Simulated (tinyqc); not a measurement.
Single-band model of a thermoelectric material: one step, computed by the program tinyqc. Command: `OMP_NUM_THREADS=1 python tinyqc.py 3001419 3001420 out.jsonl thermo walk`. One thread of a shared host (Intel(R) Xeon(R) Processor @ 2.30GHz), about 0.01 s of CPU time with the checks.

One spherical band, one scattering law, no minority carriers and no phonon drag. In a real material minority carriers limit |S| to about E_g/(2 e T), so larger values are formal. eta = E_F/(k_B T) is counted from the band edge; f = 1/(1 + exp(x - eta)).

Problem. Limiting formulas for the Seebeck coefficient. Classical: |S| = (k_B/e)[r + 5/2 - ln(n/N_c)], N_c = (3 sqrt(pi)/4) N_0. Degenerate (Mott): |S| = (pi^2/3)(k_B/e)(r + 3/2)/eta_F, eta_F = (n/N_0)^(2/3).

Inputs (values chosen for the exercise, for a model material): carrier density n = 7.1e+18 1/cm^3; temperature T = 250 K.

Band: parabolic. Scattering: constant relaxation time, r = 0.

Seebeck coefficient |S| = 315.4097 microvolt/K

N_0 = 1.656735e+19 1/cm^3

Constants: k_B = 8.617333262e-05 eV/K.

Give: Seebeck coefficients.

Solution.

Seebeck coefficients:
```
formula        |S| (microvolt/K)  deviation (%)
full integral             315.41           0.00
classical                 312.98          -0.77
degenerate                748.12         137.19
```
